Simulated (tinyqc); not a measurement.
Tail length against growth temperature: equilibrium and kinetic segregation of a solute to boundaries and growing surfaces. Computed by tinyqc, a small Python program. Command: `OMP_NUM_THREADS=1 python tinyqc.py 3007790 3007791 out.jsonl segreg walk`. One thread of a shared host (Intel(R) Xeon(R) Processor @ 2.30GHz), about 0.01 s of CPU time with the checks.

Inputs (values chosen for the exercise, for a model alloy): exchange barrier E_b = 1.56 eV; surface segregation energy E_s = 0.34 eV; growth rate = 0.11 monolayers/s.

Constants: k_B = 8.617333262e-05 eV/K.

Method. Two-state exchange during growth, dilute: jump up r_u = nu exp(-E_b/(k_B T_g)), jump back r_d = r_u exp(-E_s/(k_B T_g)), nu = 1e13 1/s. In the time 1/R of one monolayer the share carried up is p = [r_u/(r_u + r_d)] [1 - exp(-(r_u + r_d)/R)]; the tail decays as p^n, length -1/ln p monolayers; the equilibrium limit has p = r_u/(r_u + r_d).

Exchange model:
```
T_g (K)       r_u/R        p  length (monolayers)  equilibrium limit
484      5.1843e-03  0.00517           1.8994e-01             3470.6
518      6.0381e-02  0.05859           3.5247e-01             2032.7
546      3.6244e-01  0.30399           8.3980e-01             1375.6
575      1.9296e+00  0.85419           6.3453e+00              955.6
597      6.1566e+00  0.99655           2.8972e+02              742.2
620      1.8962e+01  0.99828           5.8093e+02              580.9
653      8.2929e+01  0.99763           4.2130e+02              421.3
704      6.1790e+02  0.99633           2.7213e+02              272.1
789      9.8634e+03  0.99331           1.4901e+02              149.0
```

What follows from these numbers?

The length peaks among these rows at 620 K with 581 monolayers. Below, exchange freezes (r_u/R = 0.0052 in the first row); above, the length follows the equilibrium limit, about exp(E_s/(k_B T)), down to 149.

Extremes, crossings and ranges named in words are read from the listed rows.
